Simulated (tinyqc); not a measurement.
# Resistance of a source-drain extension with a graded tip, step by step

Program tinyqc, `OMP_NUM_THREADS=1 python tinyqc.py 2282006 2282007 out.jsonl`; Intel Xeon 2.30GHz, shared host, one thread, about 0.04 s. Printed values are rounded.

y runs along the channel, the gate covers y > 0. The doping is N0 for y < y0 and N0 10^(-(y - y0)/la) beyond, uniform over the depth xj. Sheet conductance s(y) = q mu(N) max(N - Nch, 0) xj + (for y > 0) ma Cox Vo, with mu(N) = u0 + (u1 - u0)/(1 + (N/Nr)^au) and Cox = eps0 eox/tox. Current is taken as one-dimensional; depletion of the tip, spreading and the contact are left out. The metallurgical junction lies at yj, where N = Nch.

Inputs (values chosen for the exercise); mobility law close to that of electrons in silicon:

| symbol | value | unit | meaning |
|---|---|---|---|
| eox | 7.43 |  | relative permittivity of the gate insulator (close to silicon nitride) |
| tox | 6.9 | nm | insulator thickness |
| N0 | 5.5e19 | cm^-3 | active doping of the extension far from the gate |
| la | 3.5 | nm/decade | lateral abruptness |
| y0 | -0.8 | nm | position under the gate where the fall begins (gate edge at 0) |
| xj | 9 | nm | depth of the extension |
| Nch | 3.7e17 | cm^-3 | channel doping |
| Vo | 0.41 | V | gate overdrive |
| ma | 140 | cm^2/(V s) | mobility of the gate-induced layer |
| u1 | 1414 | cm^2/(V s) | mobility at low doping |
| u0 | 68.5 | cm^2/(V s) | mobility at high doping |
| Nr | 9.2e16 | cm^-3 | reference doping |
| au | 0.711 |  | exponent |
| Lg | 30 | nm | gate length |

Constants: q = 1.602176634e-19 C, eps0 = 8.8541878128e-14 F/cm where lengths are in cm. Results are converted to the units shown.

## Sheet resistances and junction position

yj = y0 + la log10(N0/Nch); sheet resistance of the full extension 1/[q mu(N0)(N0 - Nch) xj] and of the gate-induced layer 1/(ma Cox Vo); metallurgical length Lg - 2 yj; ye is where the doped and the gate-induced conductances are equal.

yj = 6.80256 nm
sheet resistance of the extension = 1536.30 ohm/square
sheet resistance of the induced layer = 18272.6 ohm/square
metallurgical length = 16.3949 nm
ye = 3.98211 nm
N at ye = 2.36616e18 cm^-3

The gate takes over 2.82 nm before the junction, where N is still 6.40 times the channel doping.

## Resistance of the overlapped part

Midpoint rule on 11 equal steps from 0 to yj: R_ov = sum h/s(y), per width.

```
point	y (nm)	N (cm^-3)	doped conductance (uS)	sheet resistance (ohm/square)
0	0.309207	2.65122e19	347.074	2488.80
1	0.927622	1.76505e19	248.666	3296.06
2	1.54604	1.17508e19	180.466	4251.83
3	2.16445	7.82306e18	132.524	5340.42
4	2.78287	5.20819e18	98.1679	6540.45
5	3.40128	3.46734e18	72.9029	7835.16
6	4.01970	2.30838e18	53.6901	9223.65
7	4.63811	1.53680e18	38.4637	10730.7
8	5.25653	1.02312e18	25.8155	12415.8
9	5.87494	6.81140e17	14.7920	14384.6
10	6.49336	4.53468e17	4.76605	16808.7
```

R_ov = 57.708 ohm um

The exact integral is 57.772 ohm um; the coarse sum is 0.11 % below it.
